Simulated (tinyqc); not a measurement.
# Worked calculation: on-chip power grid, static voltage drop by conjugate gradients

Computed by the program tinyqc: `OMP_NUM_THREADS=1 python tinyqc.py 2770153 2770154 out.jsonl`, one thread of a shared Intel Xeon 2.30GHz, about 0.1 s for the whole run. Printed values are rounded.

A grid of 4 rows and 3 columns, node k = 3 row + column. Neighbours in a row are joined by Rx, in a column by Ry; pad nodes, which reach the supply through Rp: 0, 2, 9, 11. Each node draws I0, node 8 draws kh I0. The drops u = Vdd - V solve G u = i, with G the conductance matrix (1/Rp added on the diagonal at pad nodes).

Inputs (values chosen for the exercise): supply voltage Vdd = 0.75 V; resistance of a horizontal segment Rx = 0.38 ohm; resistance of a vertical segment Ry = 0.27 ohm; resistance from a pad node to the supply Rp = 0.17 ohm; load current of an ordinary node I0 = 1.2 mA; factor on the load at the hot node kh = 8.

## Diagonal of G, loads and first direction

G_kk = sum of the conductances at node k. Start u = 0, so the residual is r = i; z = r/G_kk (Jacobi preconditioner), p = z.

G_kk (S):
```
          col 0     col 1     col 2
row 0  12.21764  8.966862  12.21764
row 1  10.03899  12.67057  10.03899
row 2  10.03899  12.67057  10.03899
row 3  12.21764  8.966862  12.21764
```

r at the start (mA):
```
       col 0  col 1  col 2
row 0    1.2    1.2    1.2
row 1    1.2    1.2    1.2
row 2    1.2    1.2    9.6
row 3    1.2    1.2    1.2
```

p at the start (mV):
```
            col 0       col 1       col 2
row 0  0.09821868   0.1338261  0.09821868
row 1   0.1195340  0.09470769   0.1195340
row 2   0.1195340  0.09470769   0.9562718
row 3  0.09821868   0.1338261  0.09821868
```

## Iteration 1: conjugate-gradient step

u at the start (mV):
```
       col 0  col 1  col 2
row 0      0      0      0
row 1      0      0      0
row 2      0      0      0
row 3      0      0      0
```

q = G p; with z = r/G_kk: a = (r.z)/(p.q); u(new) = u + a p; r(new) = r - a q; b = (r.z)(new)/(r.z); p(new) = z(new) + b p.

q (mA):
```
          col 0      col 1      col 2
row 0  0.405108   0.332290   0.405108
row 1  0.144278  -0.275548  -2.954751
row 2  0.144278  -2.477489   8.544278
row 3  0.405108   0.332290  -2.693921
```

a = 1.410824

u after iteration 1 (mV):
```
          col 0     col 1     col 2
row 0  0.138569  0.188805  0.138569
row 1  0.168641  0.133616  0.168641
row 2  0.168641  0.133616  1.349132
row 3  0.138569  0.188805  0.138569
```

r after iteration 1 (mA):
```
          col 0     col 1      col 2
row 0  0.628464  0.731197   0.628464
row 1  0.996449  1.588749   5.368635
row 2  0.996449  4.695302  -2.454476
row 3  0.628464  0.731197   5.000650
```

b = 0.7404263

p after iteration 1 (mV):
```
           col 0      col 1      col 2
row 0  0.1241628  0.1806327  0.1241628
row 1  0.1877641  0.1955130  0.6232847
row 2  0.1877641  0.4406918  0.4635544
row 3  0.1241628  0.1806327  0.4820214
```

## Iteration 2: conjugate-gradient step

As before.

q (mA):
```
           col 0      col 1      col 2
row 0   0.346204   0.242097  -1.266835
row 1   0.215168  -1.958280   3.565908
row 2  -0.430039   2.476686  -0.599825
row 3   0.346204  -1.607705   3.696944
```

a = 1.930711

u after iteration 2 (mV):
```
          col 0     col 1     col 2
row 0  0.378292  0.537555  0.378292
row 1  0.531160  0.511095  1.372024
row 2  0.531160  0.984464  2.244121
row 3  0.378292  0.537555  1.069213
```

r after iteration 2 (mA):
```
           col 0      col 1      col 2
row 0  -0.039956   0.263777   3.074356
row 1   0.581022   5.369621  -1.516102
row 2   1.826730  -0.086461  -1.296388
row 3  -0.039956   3.835210  -2.137079
```

b = 0.7412409

p after iteration 2 (mV):
```
           col 0      col 1      col 2
row 0  0.0887642  0.1633091  0.3436672
row 1  0.1970549  0.5687092  0.3109827
row 2  0.3211420  0.3198350  0.2144702
row 3  0.0887642  0.5616016  0.1823764
```

## Course of the conjugate-gradient iteration

Stop when |r| is below 1e-9 mA.

Course of the iteration:
```
iteration  largest u (mV)  |r| (mA)
1                1.349132      9.42
2                2.244121      8.08
3                2.555780      5.38
4                2.612353      2.90
5                2.604416      1.17
6                2.597419    0.0488
7                2.597376   6.11e-3
8                2.597368   2.36e-3
9                2.597366   9.74e-4
10               2.597367   1.71e-4
11               2.597367   1.53e-6
12               2.597367   < 1e-12
```

Converged in 12 iterations for 12 unknowns; in exact arithmetic the method needs at most 12. The condition number of the scaled matrix is 16.0. Gauss-Seidel sweeps in node order need 92 to reach the same residual.

## Worst drop, pad currents and power lost

converged u (mV):
```
          col 0     col 1     col 2
row 0  0.824517  1.377322  0.967887
row 1  1.417261  1.737019  1.890206
row 2  1.458809  1.891070  2.597367
row 3  0.869224  1.526410  1.214371
```

Pad current u/Rp; worst drop as a share of Vdd; power lost in the grid and pads sum_k i_k u_k; power delivered sum_k i_k (Vdd - u_k).

worst drop = 2.597367 mV
share of Vdd = 0.3463156 %
pad currents (mA): node 0 4.850100, node 2 5.693455, node 9 5.113084, node 11 7.143361
power lost = 0.04314364 mW
power delivered = 17.05686 mW

The pad currents add up to the total load, 22.80 mA. The worst drop is at node 8; the hot node is 8.
